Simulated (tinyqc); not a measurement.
# Trap density from one capacitance

Question. Traps spread evenly through the insulator exchange electrons with the semiconductor by tunnelling, with tau(x) = t0 exp(2 ka x) at depth x from the interface. The admittance per area Y seen at depth x obeys dY/dx = -Y^2/(i w eps0 eox) + q Nb ln(1 + i w tau)/tau, with Y(0) = i w Cs and w = 2 pi f; the gate sees Y(tox) = G + i w C. Working variable y = Y/(i w), in uF/cm^2. Cox = eps0 eox/tox. Find Nb and G/w.

Parameters, values chosen for the exercise: relative permittivity of the insulator eox = 18.5; insulator thickness tox = 6.6 nm; semiconductor capacitance in accumulation Cs = 0.51 uF/cm^2; decay constant of the wave function in the insulator ka = 6.2 1/nm; time constant of a trap at the interface t0 = 2e-11 s; frequency f = 1000 Hz.

Constants: q = 1.602176634e-19 C, eps0 = 8.8541878128e-14 F/cm where lengths are in cm. Results are converted to the units shown.

C = 0.71356376 uF/cm^2

Answer. C rises steadily with Nb, so one density matches; in practice ka and t0 must come from the frequency dependence.

Nb = 2.10e19 cm^-3 eV^-1
G/w = 0.0254 uF/cm^2

Numbers from tinyqc (`OMP_NUM_THREADS=1 python tinyqc.py 2202009 2202010 out.jsonl`; about 0.5 s on one thread of a shared Intel Xeon 2.30GHz).
